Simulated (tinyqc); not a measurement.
Non-radiative capture by multiphonon emission, one effective mode: one step, computed by the program tinyqc. Command: `OMP_NUM_THREADS=1 python tinyqc.py 3016463 3016464 out.jsonl capture walk`. One thread of a shared host (Intel(R) Xeon(R) Processor @ 2.30GHz), about 0.01 s of CPU time with the checks.

The initial state (free carrier plus empty centre) lies dE above the final state; both have the same frequency and are displaced by dQ.

Problem. Scaled coefficient, cross-section and lifetime. Sommerfeld factor of an attractive centre: s(k) = 2 pi nu/(1 - exp(-2 pi nu)), nu = sqrt(Ry*/E), Ry* = Ry m/eps^2, averaged over (2/sqrt(pi)) sqrt(x) exp(-x) dx with x = E/k_B T = t^2 (trapezoid, t to 6 in steps of 0.01). C = s C_0; v = sqrt(3 k_B T/m); sigma = C/v; tau = 1/(C N_t).

Inputs (values chosen for the exercise, for a model semiconductor):
```
quantity,value,unit
carrier mass m,0.751,m_0
dielectric constant eps,14.7,-
temperature T,500,K
defect density N_t,5e+13,cm^-3
```

Centre: attractive.

C_0 = 1.194977e-07 cm^3/s

Constants: Ry = 13.605693123 eV; k_B = 8.617333262e-05 eV/K; k_B = 1.380649e-23 J/K; m_0 = 9.1093837015e-31 kg.

Give: Sommerfeld factor s; capture coefficient C; thermal velocity v; cross-section sigma; capture time.

Solution.

Sommerfeld factor s = 7.459

capture coefficient C = 8.914e-07 cm^3/s

thermal velocity v = 1.740e+07 cm/s

cross-section sigma = 5.123e-14 cm^2

capture time = 2.244e-08 s
